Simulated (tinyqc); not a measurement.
Inside a calculation. Method: MP2 on RHF in the sto-3g basis, frozen core, for BeH2, spin multiplicity 1. Computed by tinyqc, a small Python program that keeps every step (integrals from PySCF). Settings: charge = 0, multiplicity = 1, basis = sto-3g, method = RHF, frozen orbitals = 1, energy threshold = 1e-10, iteration cap = 59, orthogonalisation = canonical, start = Wolfsberg-Helmholz matrix, DIIS depth = 6. Command: `OMP_NUM_THREADS=1 python tinyqc.py 26060 26061 out.jsonl` (the two numbers bound the seeds that draw the settings). One thread of a shared host (Intel(R) Xeon(R) Processor @ 2.60GHz), about 0.1 s of CPU time with the checks. The early iterations of the SCF are left out here.

## One-electron integrals

Geometry (angstrom):
```
atom         x          y         z
Be    0.000000   0.000000  0.000000
H     0.000000   1.362000  0.000000
H     0.000000  -1.364000  0.000000
```

Basis sto-3g: exponents (1/bohr^2) and contraction coefficients of normalised primitives:
```
element  l (shell)   exponent  coefficient
Be           s (1)  30.167871     0.154329
Be           s (1)   5.495115     0.535328
Be           s (1)   1.487193     0.444635
Be           s (2)   1.314833    -0.099967
Be           s (2)   0.305539     0.399513
Be           s (2)   0.099371     0.700115
Be           p (3)   1.314833     0.155916
Be           p (3)   0.305539     0.607684
Be           p (3)   0.099371     0.391957
H            s (1)   3.425251     0.154329
H            s (1)   0.623914     0.535328
H            s (1)   0.168855     0.444635
```

Overlap, kinetic and nuclear-attraction integrals over the contracted functions; the nuclear repulsion is the sum of Za Zb / Rab.

nuclear repulsion = 3.30007966 hartree

overlap S:
```
           1Be 1s    1Be 2s   1Be 2px    1Be 2py   1Be 2pz     2H 1s      3H 1s
1Be 1s   1.000000  0.259517  0.000000   0.000000  0.000000  0.066195   0.065903
1Be 2s   0.259517  1.000000  0.000000   0.000000  0.000000  0.451092   0.450288
1Be 2px  0.000000  0.000000  1.000000   0.000000  0.000000  0.000000   0.000000
1Be 2py  0.000000  0.000000  0.000000   1.000000  0.000000  0.519626  -0.519047
1Be 2pz  0.000000  0.000000  0.000000   0.000000  1.000000  0.000000   0.000000
2H 1s    0.066195  0.451092  0.000000   0.519626  0.000000  1.000000   0.032012
3H 1s    0.065903  0.450288  0.000000  -0.519047  0.000000  0.032012   1.000000
```

kinetic energy T (hartree):
```
            1Be 1s     1Be 2s   1Be 2px    1Be 2py   1Be 2pz      2H 1s      3H 1s
1Be 1s    6.693975  -0.033012  0.000000   0.000000  0.000000  -0.016091  -0.016062
1Be 2s   -0.033012   0.211111  0.000000   0.000000  0.000000   0.065744   0.065442
1Be 2px   0.000000   0.000000  0.660592   0.000000  0.000000   0.000000   0.000000
1Be 2py   0.000000   0.000000  0.000000   0.660592  0.000000   0.186603  -0.185942
1Be 2pz   0.000000   0.000000  0.000000   0.000000  0.660592   0.000000   0.000000
2H 1s    -0.016091   0.065744  0.000000   0.186603  0.000000   0.760032  -0.008997
3H 1s    -0.016062   0.065442  0.000000  -0.185942  0.000000  -0.008997   0.760032
```

nuclear attraction V (hartree):
```
             1Be 1s     1Be 2s    1Be 2px    1Be 2py    1Be 2pz      2H 1s      3H 1s
1Be 1s   -15.337581  -2.100758   0.000000  -0.000051   0.000000  -0.534867  -0.532466
1Be 2s    -2.100758  -3.042381   0.000000  -0.000240   0.000000  -1.326281  -1.323070
1Be 2px    0.000000   0.000000  -2.948097   0.000000   0.000000   0.000000   0.000000
1Be 2py   -0.000051  -0.000240   0.000000  -3.176068   0.000000  -1.493732   1.490994
1Be 2pz    0.000000   0.000000   0.000000   0.000000  -2.948097   0.000000   0.000000
2H 1s     -0.534867  -1.326281   0.000000  -1.493732   0.000000  -2.963607  -0.110187
3H 1s     -0.532466  -1.323070   0.000000   1.490994   0.000000  -0.110187  -2.961437
```

core Hamiltonian H = T + V (hartree):
```
            1Be 1s     1Be 2s    1Be 2px    1Be 2py    1Be 2pz      2H 1s      3H 1s
1Be 1s   -8.643607  -2.133770   0.000000  -0.000051   0.000000  -0.550959  -0.548528
1Be 2s   -2.133770  -2.831270   0.000000  -0.000240   0.000000  -1.260537  -1.257628
1Be 2px   0.000000   0.000000  -2.287505   0.000000   0.000000   0.000000   0.000000
1Be 2py  -0.000051  -0.000240   0.000000  -2.515476   0.000000  -1.307130   1.305051
1Be 2pz   0.000000   0.000000   0.000000   0.000000  -2.287505   0.000000   0.000000
2H 1s    -0.550959  -1.260537   0.000000  -1.307130   0.000000  -2.203575  -0.119184
3H 1s    -0.548528  -1.257628   0.000000   1.305051   0.000000  -0.119184  -2.201405
```

## Two-electron integrals

Functions are numbered as in S; the eight-fold symmetry (ij|kl) = (ji|kl) = (kl|ij) leaves the list below.

Two-electron integrals (ij|kl) in chemists' order, unique and non-zero (hartree):
```
(11|11) 2.298831    (21|11) 0.392036    (21|21) 0.079539    (22|11) 0.570988
(22|21) 0.143041    (22|22) 0.417683    (31|31) 0.014607    (32|31) 0.021888
(32|32) 0.092265    (33|11) 0.569578    (33|21) 0.143083    (33|22) 0.417589
(33|33) 0.449859    (41|41) 0.014607    (42|41) 0.021888    (42|42) 0.092265
(43|43) 0.024249    (44|11) 0.569578    (44|21) 0.143083    (44|22) 0.417589
(44|33) 0.401360    (44|44) 0.449859    (51|51) 0.014607    (52|51) 0.021888
(52|52) 0.092265    (53|53) 0.024249    (54|54) 0.024249    (55|11) 0.569578
(55|21) 0.143083    (55|22) 0.417589    (55|33) 0.401360    (55|44) 0.401360
(55|55) 0.449859    (61|11) 0.098961    (61|21) 0.020061    (61|22) 0.036340
(61|33) 0.036075    (61|41) 0.001798    (61|42) 0.003363    (61|44) 0.036890
(61|55) 0.036075    (61|61) 0.005313    (62|11) 0.220247    (62|21) 0.055876
(62|22) 0.175311    (62|33) 0.168906    (62|41) 0.007348    (62|42) 0.043343
(62|44) 0.187963    (62|55) 0.168906    (62|61) 0.015574    (62|62) 0.105746
(63|31) 0.005378    (63|32) 0.024525    (63|43) 0.007697    (63|63) 0.010307
(64|11) 0.229402    (64|21) 0.058952    (64|22) 0.194105    (64|33) 0.182618
(64|41) 0.012036    (64|42) 0.067791    (64|44) 0.216879    (64|55) 0.182618
(64|61) 0.017255    (64|62) 0.133721    (64|64) 0.175562    (65|51) 0.005378
(65|52) 0.024525    (65|54) 0.007697    (65|65) 0.010307    (66|11) 0.385198
(66|21) 0.099544    (66|22) 0.348191    (66|33) 0.322888    (66|41) 0.016084
(66|42) 0.119743    (66|44) 0.398518    (66|55) 0.322888    (66|61) 0.028622
(66|62) 0.261829    (66|64) 0.352847    (66|66) 0.774606    (71|11) 0.098520
(71|21) 0.019972    (71|22) 0.036180    (71|33) 0.035916    (71|41) -0.001790
(71|42) -0.003348   (71|44) 0.036727    (71|55) 0.035916    (71|61) 0.004820
(71|62) 0.013077    (71|64) 0.013237    (71|66) 0.022920    (71|71) 0.005265
(72|11) 0.219676    (72|21) 0.055734    (72|22) 0.174916    (72|33) 0.168520
(72|41) -0.007329   (72|42) -0.043266   (72|44) 0.187551    (72|55) 0.168520
(72|61) 0.013101    (72|62) 0.057054    (72|64) 0.057056    (72|66) 0.104984
(72|71) 0.015466    (72|72) 0.105346    (73|31) 0.005359    (73|32) 0.024452
(73|43) -0.007679   (73|63) 0.004515    (73|73) 0.010255    (74|11) -0.228957
(74|21) -0.058840   (74|22) -0.193789   (74|33) -0.182321   (74|41) 0.012002
(74|42) 0.067664    (74|44) -0.216528   (74|55) -0.182321   (74|61) -0.013271
(74|62) -0.057106   (74|64) -0.054458   (74|66) -0.103081   (74|71) -0.017145
(74|72) -0.133287   (74|74) 0.175066    (75|51) 0.005359    (75|52) 0.024452
(75|54) -0.007679   (75|65) 0.004515    (75|75) 0.010255    (76|11) 0.020248
(76|21) 0.005005    (76|22) 0.014073    (76|33) 0.013848    (76|41) -4.22e-07
(76|42) -3.24e-06   (76|44) 0.014517    (76|55) 0.013848    (76|61) 0.001277
(76|62) 0.006063    (76|64) 0.006823    (76|66) 0.012376    (76|71) 0.001271
(76|72) 0.006053    (76|74) -0.006818   (76|76) 0.000483    (77|11) 0.384660
(77|21) 0.099408    (77|22) 0.347866    (77|33) 0.322585    (77|41) -0.016045
(77|42) -0.119620   (77|44) 0.398149    (77|55) 0.322585    (77|61) 0.022992
(77|62) 0.105139    (77|64) 0.103145    (77|66) 0.194086    (77|71) 0.028454
(77|72) 0.261284    (77|74) -0.352277   (77|76) 0.012376    (77|77) 0.774606
```

## Orthogonalisation

S = U s U^T; canonical form X = U s^(-1/2), so that X^T S X = 1. Each column of U has its largest component positive (the first on a tie).

eigenvalues of S: 0.249365  0.354141  0.939707  1.000000  1.000000  1.718608  1.738179

X:
```
                 1          2          3         4          5          6         7
1Be 1s   -0.001096  -0.331645   0.954963  0.000000   0.000000  -0.006423  0.244615
1Be 2s    0.006397   1.222698  -0.084801  0.000000   0.000000  -0.013499  0.516379
1Be 2px   0.000000   0.000000   0.000000  0.955431  -0.295214   0.000000  0.000000
1Be 2py   1.400488  -0.005159  -0.000211  0.000000   0.000000   0.545043  0.014070
1Be 2pz   0.000000   0.000000   0.000000  0.295214   0.955431   0.000000  0.000000
2H 1s    -1.016221  -0.776966  -0.269110  0.000000   0.000000   0.367845  0.362252
3H 1s     1.008003  -0.784252  -0.269434  0.000000   0.000000  -0.386343  0.342646
```

Within a degenerate level the vectors are fixed only up to a rotation; this is one choice.

## Iteration 6 (converged): orbitals

converged F (hartree):
```
            1Be 1s     1Be 2s   1Be 2px    1Be 2py   1Be 2pz      2H 1s      3H 1s
1Be 1s   -4.517679  -1.288019  0.000000  -0.000010  0.000000  -0.338257  -0.336787
1Be 2s   -1.288019  -0.627745  0.000000  -0.000304  0.000000  -0.408217  -0.407449
1Be 2px   0.000000   0.000000  0.212516   0.000000  0.000000   0.000000   0.000000
1Be 2py  -0.000010  -0.000304  0.000000  -0.226514  0.000000  -0.331507   0.331216
1Be 2pz   0.000000   0.000000  0.000000   0.000000  0.212516   0.000000   0.000000
2H 1s    -0.338257  -0.408217  0.000000  -0.331507  0.000000  -0.303645  -0.044278
3H 1s    -0.336787  -0.407449  0.000000   0.331216  0.000000  -0.044278  -0.302793
```

Diagonalise F' = X^T F X, C = X C', fill 3 alpha and 3 beta electrons from the bottom; D = 2 C_occ C_occ^T. Each column has its largest component positive (the first on a tie).

F' = X^T F X (hartree):
```
           1          2          3         4         5          6          7
1   0.903982  -0.001358   0.000996  0.000000  0.000000   0.040334   0.001404
2  -0.001358   0.393250   0.467115  0.000000  0.000000  -0.004855   0.181793
3   0.000996   0.467115  -3.656297  0.000000  0.000000   0.041973  -1.615266
4   0.000000   0.000000   0.000000  0.212516  0.000000   0.000000   0.000000
5   0.000000   0.000000   0.000000  0.000000  0.212516   0.000000   0.000000
6   0.040334  -0.004855   0.041973  0.000000  0.000000  -0.414195   0.021847
7   0.001404   0.181793  -1.615266  0.000000  0.000000   0.021847  -1.263033
```

orbital energies (hartree): MO1 -4.521115, MO2 -0.451965, MO3 -0.414867, MO4 0.212516, MO5 0.212516, MO6 0.446434, MO7 0.905221

coefficients C:
```
               MO1        MO2        MO3        MO4       MO5        MO6        MO7
1Be 1s    0.991760  -0.222034   0.001126   0.000000  0.000000  -0.221212  -0.000251
1Be 2s    0.031782   0.564088  -0.003229   0.000000  0.000000   1.204088   0.003060
1Be 2px   0.000000   0.000000   0.000000   0.906026  0.423222   0.000000   0.000000
1Be 2py  -0.000001   0.002689   0.502127   0.000000  0.000000  -0.001374   1.416518
1Be 2pz   0.000000   0.000000   0.000000  -0.423222  0.906026   0.000000   0.000000
2H 1s    -0.003052   0.396015   0.405795   0.000000  0.000000  -0.806000  -1.002095
3H 1s    -0.003067   0.391611  -0.410196   0.000000  0.000000  -0.807782   0.998119
```

D after iteration 6:
```
            1Be 1s     1Be 2s   1Be 2px    1Be 2py   1Be 2pz      2H 1s      3H 1s
1Be 1s    2.065775  -0.187461  0.000000  -0.000065  0.000000  -0.180997  -0.180908
1Be 2s   -0.187461   0.638432  0.000000  -0.000208  0.000000   0.443961   0.444261
1Be 2px   0.000000   0.000000  0.000000   0.000000  0.000000   0.000000   0.000000
1Be 2py  -0.000065  -0.000208  0.000000   0.504277  0.000000   0.409651  -0.409834
1Be 2pz   0.000000   0.000000  0.000000   0.000000  0.000000   0.000000   0.000000
2H 1s    -0.180997   0.443961  0.000000   0.409651  0.000000   0.643014  -0.022725
3H 1s    -0.180908   0.444261  0.000000  -0.409834  0.000000  -0.022725   0.643260
```

Within a degenerate level the vectors are fixed only up to a rotation; this is one choice.

## Convergence

Stop when the energy changes by less than 1e-10 hartree and every element of the error matrix X^T (F D S - S D F) X is below 3e-06.

Course of the cycle:
```
iteration   E (hartree)     change  largest element of the error matrix
1          -15.54272660          -                             1.55e-01
2          -15.55701292  -1.43e-02                             2.11e-02
3          -15.55728000  -2.67e-04                             1.90e-03
4          -15.55728446  -4.46e-06                             1.91e-05
5          -15.55728446  -3.17e-10                             7.17e-07
6          -15.55728446  -2.63e-13                             8.65e-09
```

PySCF RHF in the same basis = -15.55728446 hartree

Converged in 6 iterations.

## Integrals over molecular orbitals

(pq|rs) = sum C_ip C_jq C_kr C_ls (ij|kl), one index at a time.

one-electron integrals over orbitals h = C^T H C (hartree):
```
           1          2          3          4          5          6          7
1  -8.631998   0.222184  -0.001149   0.000000   0.000000   0.196391   0.000167
2   0.222184  -2.439258  -0.000407   0.000000   0.000000  -0.184476  -0.001477
3  -0.001149  -0.000407  -2.398161   0.000000   0.000000   0.001797  -0.286926
4   0.000000   0.000000   0.000000  -2.287505   0.000000   0.000000   0.000000
5   0.000000   0.000000   0.000000   0.000000  -2.287505   0.000000   0.000000
6   0.196391  -0.184476   0.001797   0.000000   0.000000  -1.913665   0.000187
7   0.000167  -0.001477  -0.286926   0.000000   0.000000   0.000187  -1.813664
```

Two-electron integrals over orbitals (pq|rs), unique and non-zero (hartree); the lowest 1 orbital is frozen and left out:
```
(22|22) 0.394930    (32|22) 0.001927    (32|32) 0.163729    (33|22) 0.408102
(33|32) -0.001605   (33|33) 0.431357    (42|42) 0.049068    (43|42) -0.000177
(43|43) 0.014335    (44|22) 0.366852    (44|32) 0.000009    (44|33) 0.353567
(44|44) 0.449859    (52|52) 0.049068    (53|52) -0.000177   (53|53) 0.014335
(54|54) 0.024249    (55|22) 0.366852    (55|32) 0.000009    (55|33) 0.353567
(55|44) 0.401360    (55|55) 0.449859    (62|22) -0.023094   (62|32) -0.000575
(62|33) -0.046397   (62|44) 0.054637    (62|55) 0.054637    (62|62) 0.078436
(63|22) -0.000949   (63|32) -0.094148   (63|33) 0.001259    (63|44) -0.000458
(63|55) -0.000458   (63|62) -0.000180   (63|63) 0.083762    (64|42) 0.047319
(64|43) -0.000275   (64|64) 0.050752    (65|52) 0.047319    (65|53) -0.000275
(65|65) 0.050752    (66|22) 0.393964    (66|32) -0.000290   (66|33) 0.405029
(66|44) 0.365401    (66|55) 0.365401    (66|62) -0.033612   (66|63) 0.000438
(66|66) 0.409176    (72|22) -0.000586   (72|32) -0.043465   (72|33) 0.000239
(72|44) 0.000351    (72|55) 0.000351    (72|62) 0.000755    (72|63) 0.061338
(72|66) -0.000081   (72|72) 0.056661    (73|22) -0.004648   (73|32) -0.000012
(73|33) -0.020217   (73|44) 0.061044    (73|55) 0.061044    (73|62) 0.073828
(73|63) -0.000748   (73|66) -0.025218   (73|72) 0.000308    (73|73) 0.083102
(74|42) 0.000153    (74|43) 0.013707    (74|64) 0.000056    (74|74) 0.016624
(75|52) 0.000153    (75|53) 0.013707    (75|65) 0.000056    (75|75) 0.016624
(76|22) 0.001559    (76|32) 0.142439    (76|33) -0.001570   (76|44) 0.000020
(76|55) 0.000020    (76|62) -0.000445   (76|63) -0.094685   (76|66) -0.000384
(76|72) -0.054457   (76|73) 0.000099    (76|76) 0.140124    (77|22) 0.424087
(77|32) 0.000536    (77|33) 0.442542    (77|44) 0.389251    (77|55) 0.389251
(77|62) -0.033784   (77|63) -0.000144   (77|66) 0.432331    (77|72) -0.000346
(77|73) -0.008544   (77|76) 0.000347    (77|77) 0.483843
```

## Second-order Moller-Plesset energy

Hartree-Fock energy = -15.55728446 hartree

E2 = sum_ijab (ia|jb) [2 (ia|jb) - (ib|ja)] / (e_i + e_j - e_a - e_b) over occupied i, j and virtual a, b; the opposite-spin part is (ia|jb)^2 / denominator, the rest is same-spin, and SCS-MP2 scales them by 6/5 and 1/3.

Terms:
```
i  j  a  b    (ia|jb)    (ib|ja)  denominator       term
3  3  6  6   0.083762   0.083762    -1.722602  -0.004073
2  2  6  6   0.078436   0.078436    -1.796798  -0.003424
2  3  6  7   0.073828   0.061338    -2.218487  -0.002873
3  2  7  6   0.073828   0.061338    -2.218487  -0.002873
3  3  7  7   0.083102   0.083102    -2.640175  -0.002616
2  2  4  4   0.049068   0.049068    -1.328964  -0.001812
2  2  5  5   0.049068   0.049068    -1.328964  -0.001812
3  2  6  7   0.061338   0.073828    -2.218487  -0.001351
2  3  7  6   0.061338   0.073828    -2.218487  -0.001351
2  2  7  7   0.056661   0.056661    -2.714372  -0.001183
3  3  4  4   0.014335   0.014335    -1.254767  -0.000164
3  3  5  5   0.014335   0.014335    -1.254767  -0.000164
3  3  6  7  -0.000748  -0.000748    -2.181389  -2.56e-07
3  3  7  6  -0.000748  -0.000748    -2.181389  -2.56e-07
2  2  6  7   0.000755   0.000755    -2.255585  -2.53e-07
2  2  7  6   0.000755   0.000755    -2.255585  -2.53e-07
3  2  7  7   0.000308   0.000308    -2.677274  -3.55e-08
2  3  7  7   0.000308   0.000308    -2.677274  -3.55e-08
2  3  4  4  -0.000177  -0.000177    -1.291865  -2.42e-08
2  3  5  5  -0.000177  -0.000177    -1.291865  -2.42e-08
3  2  4  4  -0.000177  -0.000177    -1.291865  -2.42e-08
3  2  5  5  -0.000177  -0.000177    -1.291865  -2.42e-08
2  3  6  6  -0.000180  -0.000180    -1.759700  -1.84e-08
3  2  6  6  -0.000180  -0.000180    -1.759700  -1.84e-08
```

Pair energies (hartree; pair i-j sums ij and ji):
```
pair  opposite spin  same spin
2-2       -0.008231          0
3-2       -0.008306  -0.000141
3-3       -0.007017          0
```

MP2 correlation energy = -0.02369386 hartree

SCS-MP2 correlation energy = -0.02831076 hartree

MP2 total energy = -15.58097832 hartree
